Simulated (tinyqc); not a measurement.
Band bending at a free surface with one surface level, surface photovoltage and Kelvin probe: two steps of the calculation.

n-type bulk, xi = Ec - EF = Vt ln(Nc/Nd), p0 = ni^2/Nd, ni = sqrt(Nc Nv) exp(-Eg/(2 Vt)), Eg in volts. b is the upward band bending, u = b/Vt. Space charge per area, in units of q: Qc = sign(b) sqrt((2 eps0 eps_r Vt/q) [(Nd + dn)(exp(-u) - 1) + Nd u + (p0 + dn)(exp(u) - 1)]), with dn the excess density under light (flat quasi-Fermi levels; 0 in the dark). The level holds -Ns f, f = 1/(1 + exp((xi + b - Es)/Vt)). Neutrality: Qc + Qf + (charge of the states) = 0.

Parameters, values chosen for the exercise; band and dielectric values those of a made-up semiconductor: temperature T = 350 K; band gap Eg = 3.3 eV; relative permittivity eps_r = 9.98; conduction-band density of states at T Nc = 2.7e19 cm^-3; valence-band density of states at T Nv = 3.92e19 cm^-3; electron affinity chi = 4 eV; donor density Nd = 2.9e16 cm^-3; fixed positive charge at the surface Qf = 0 cm^-2; work function of the probe tip pt = 5.27 eV; density of an acceptor-like surface level Ns = 2.7e12 cm^-2; its depth below the conduction edge Es = 0.99 eV; excess carrier density under light dn = 2.2e15 cm^-3.

Constants: q = 1.602176634e-19 C, kB = 1.380649e-23 J/K, Vt = kB T/q, eps0 = 8.8541878128e-14 F/cm where lengths are in cm. Results are converted to the units shown.

Problem 1. Work function and Kelvin-probe reading. Work function chi + xi + b; contact potential difference CPD = (work function of the sample) - pt. Depth of EF below Ec at the surface: xi + b. Depletion width Qc/Nd.

converged b = 0.82811348 V

Give: xi + b; Qc; Qc/Nd; work function; CPD.

Solution 1.

xi + b = 1.034 eV
Qc = 5.052e11 cm^-2
Qc/Nd = 174.2 nm
work function = 5.034 eV
CPD = -235.7 mV

The level is 18.7 % filled: the Fermi level is pinned at it.

Problem 2. Surface photovoltage. Under chopped light the surface charge keeps its dark value, so b falls to bL with Qc(bL, dn) = Qc(b, 0); the photovoltage is b - bL. Qc rises with b, so bL follows by bisection.

converged b = 0.82811348 V

Give: bL; photovoltage; share of b removed; excess holes at the surface, dn exp(bL/Vt).

Solution 2.

bL = 0.1709 V
photovoltage = 657.2 mV
share of b removed = 79.36 %
excess holes at the surface, dn exp(bL/Vt) = 6.362e17 cm^-3

Computed by the program tinyqc: `OMP_NUM_THREADS=1 python tinyqc.py 2430096 2430097 out.jsonl`, one thread of a shared Intel Xeon 2.30GHz, about 0.01 s for the whole run.
